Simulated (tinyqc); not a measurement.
BCS gap equation with a constant attraction inside the Debye window. Inputs raised by 5 %, one at a time. Computed by tinyqc, a small Python program. Command: `OMP_NUM_THREADS=1 python tinyqc.py 3031133 3031134 out.jsonl bcs sens`. One thread of a shared host (Intel(R) Xeon(R) Processor @ 2.30GHz), about 0.02 s of CPU time with the checks.

Pairs attract with strength V for |xi| < k_B Theta; N(0) is the density of states for one spin. Energies are given as temperatures (E/k_B, in K) unless marked.

Inputs (values chosen for the exercise, modelled on zinc): coupling N(0)V = 0.167; Debye temperature Theta = 311 K; temperature T = 0.333 K; Fermi velocity v_F = 1.8e+06 m/s; electron density n = 13 1e28/m^3; mean free path l = 470 nm; junction resistance R_n = 3 kilo-ohm.

Solver: bisection.

Constants: k_B = 8.617333262e-05 eV/K; hbar = 1.054571817e-34 J s; k_B = 1.380649e-23 J/K; m_0 = 9.1093837015e-31 kg; eps_0 = 8.8541878128e-12 F/m; c = 299792458 m/s; e = 1.602176634e-19 C; h = 6.62607015e-34 J s.

Method:
- At T = 0 the gap equation 1/(N(0)V) = int_0^Theta d xi/sqrt(xi^2 + Delta^2) has the integral arcsinh(Theta/Delta), so Delta_0 = Theta/sinh(1/(N(0)V)); weak coupling gives 2 Theta exp(-1/(N(0)V)).
- Gap equation: 1/(N(0)V) = I(Delta, T) = int_0^Theta tanh(E/2T)/E d xi, E = sqrt(xi^2 + Delta^2); 64 Gauss-Legendre points in y with xi = max(Delta, T) sinh(y).
- T_c solves I(0, T_c) = 1/(N(0)V); the weak-coupling form is T_c = (2 e^C/pi) Theta exp(-1/(N(0)V)) with Euler's C = 0.5772157, and 2 Delta_0/T_c then tends to 2 pi e^-C = 3.528.
- Residual r = N(0)V I - 1, with Delta_0 = Theta/sinh(1/(N(0)V)). Bisection between 0 and Delta_0. Stop when |r| < 1e-9 or after 40 steps.
- xi_0 = hbar v_F/(pi Delta_0); lambda_L = sqrt(m_0 eps_0 c^2/(n e^2)); N(0) = 3 n/(2 m_0 v_F^2) for one spin; condensation energy N(0) Delta_0^2/2 = B_c^2/(2 mu_0), mu_0 = 1/(eps_0 c^2); with scattering lambda = lambda_L sqrt(1 + xi_0/l) in the local limit (where xi_0 and l both exceed lambda, nonlocal response makes the true depth larger); Ginzburg-Landau kappa = 0.96 lambda_L/xi_0 + 0.72 lambda_L/l. Free-electron mass throughout; heavier carriers, as in niobium or vanadium, give a larger lambda_L and kappa and can make the metal type II.
- Ambegaokar-Baratoff: I_c R_n = (pi Delta/(2e)) tanh(Delta/2T); Josephson energy E_J = hbar I_c/(2e), given as E_J/h; inductance hbar/(2 e I_c); thermal quasiparticle fraction x = n_qp/(2 N(0) Delta) = sqrt(2 pi T/Delta) exp(-Delta/T), valid for T well below Delta.

Runs:
```
input moved                            from       to  T_c (K)  critical field B_c(0) (mT)  critical current I_c (nA)  depth with scattering (nm)
base run                                  -        -   0.8846                      6.2075                     68.298                      38.904
coupling N(0)V                        0.167  0.17535   1.1765                      8.2557                     93.080                      34.524
Debye temperature Theta (K)             311   326.55   0.9289                      6.5179                     72.201                      38.102
temperature T (K)                     0.333  0.34965   0.8846                      6.2075                     67.729                      38.904
Fermi velocity v_F (m/s)            1800000  1890000   0.8846                      5.9119                     68.298                      39.728
electron density n (1e28/m^3)            13    13.65   0.8846                      6.3608                     68.298                      37.966
mean free path l (nm)                   470    493.5   0.8846                      6.2075                     68.298                      38.102
junction resistance R_n (kilo-ohm)        3     3.15   0.8846                      6.2075                     65.046                      38.904
```

Exponents ln(y'/y) / ln(x'/x):
```
input                      T_c  critical field B_c(0)  critical current I_c  depth with scattering
coupling N(0)V           5.844                  5.844                 6.345                 -2.448
Debye temperature Theta  1.000                  1.000                 1.139                 -0.427
temperature T            0.000                  0.000                -0.171                  0.000
Fermi velocity v_F       0.000                 -1.000                 0.000                  0.430
electron density n       0.000                  0.500                 0.000                 -0.500
mean free path l         0.000                  0.000                 0.000                 -0.427
junction resistance R_n  0.000                  0.000                -1.000                  0.000
```

Which inputs matter most for each result?

Among the inputs moved here: T_c answers most in size to coupling N(0)V (exponent +5.844), next to Debye temperature Theta (+1.000); its exponent is below 0.0005 for temperature T, Fermi velocity v_F, electron density n, mean free path l, junction resistance R_n. Its exponent +1.000 in Debye temperature Theta: T_c scales with the phonon energy, the root of the isotope effect. Critical field B_c(0) answers most in size to coupling N(0)V (exponent +5.844), next to Debye temperature Theta (+1.000); its exponent is below 0.0005 for temperature T, mean free path l, junction resistance R_n. Critical current I_c answers most in size to coupling N(0)V (exponent +6.345), next to Debye temperature Theta (+1.139); its exponent is below 0.0005 for Fermi velocity v_F, electron density n, mean free path l. Its exponent -1.000 in junction resistance R_n: I_c R_n is fixed by the gap. Depth with scattering answers most in size to coupling N(0)V (exponent -2.448), next to electron density n (-0.500); its exponent is below 0.0005 for temperature T, junction resistance R_n.
